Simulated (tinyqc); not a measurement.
# Thin film between two gates, subbands and threshold shift from confinement, step by step

Computed by the program tinyqc: `OMP_NUM_THREADS=1 python tinyqc.py 2350045 2350046 out.jsonl`, one thread of a shared Intel Xeon 2.30GHz, about 0.03 s for the whole run. Printed values are rounded.

Undoped body with a flat potential across it, hard walls, transport along x. One isotropic valley (g = 1, mx = my = mz = me). Non-parabolicity enters the subband edges through E (1 + al E) = gamma, so E = 2 gamma/(1 + sqrt(1 + 4 al gamma)); motion within a subband is taken as parabolic with the band-edge mass. Energies are counted from the bulk band edge.

Inputs (values chosen for the exercise); masses close to those of GaAs:
```
symbol   value  unit                                                meaning
T           77     K                                            temperature
me      0.0662    m0                                  mass at the band edge
al        0.56  1/eV                                       non-parabolicity
t          6.5    nm                               film thickness (along z)
dl           0    nm  widening of the box by penetration into the insulator
```

Constants: q = 1.602176634e-19 C, kB = 1.380649e-23 J/K, hbar = 1.054571817e-34 J s, m0 = 9.1093837015e-31 kg, Vt = kB T/q, hbar^2/(2 m0) = 0.0380998212 eV nm^2. Results are converted to the units shown.

Range of the model: Levels near or above 1 eV lie beyond real barriers and upper valleys; they are listed for the hard-wall model only.

## Lowest subbands

gamma = C (pi k/(t + dl))^2/mz, C = hbar^2/(2 m0). List the 3 lowest, labelled by quantum numbers, with degeneracy g and N_k: N_k = g sqrt(mx my) m0 kB T/(pi hbar^2).

| subband | E_k (eV) | g | N_k (cm^-2) |
|---|---|---|---|
| 1 | 0.125608 | 1 | 1.83493e11 |
| 2 | 0.432850 | 1 | 1.83493e11 |
| 3 | 0.826993 | 1 | 1.83493e11 |

## Threshold shift

Each subband has N_k = g sqrt(mx my) m0 kB T/(pi hbar^2); without degeneracy n = exp(EF/Vt) sum N_k exp(-E_k/Vt). Classical value Nc times t, Nc = sum over valleys of 2 g (m m0 kB T/(2 pi hbar^2))^1.5 with m = (mx my mz)^(1/3). Threshold shift dVT = Vt ln(classical value/sum N_k exp(-E_k/Vt)). Use the subbands listed.

shares, subband 1 to 3 (%): [100.000, 0.000, 0.000]
sum N_k exp(-E_k/Vt) = 1102.53 cm^-2
Nc = 5.55793e16 cm^-3
classical value = 3.61266e10 cm^-2
dVT = 114.824 mV

With all subbands dVT = 114.8 mV. The lowest edge lies at 126 meV; dVT is smaller than that, since sum N_k exp(-(E_k - E_1)/Vt) exceeds the classical value.
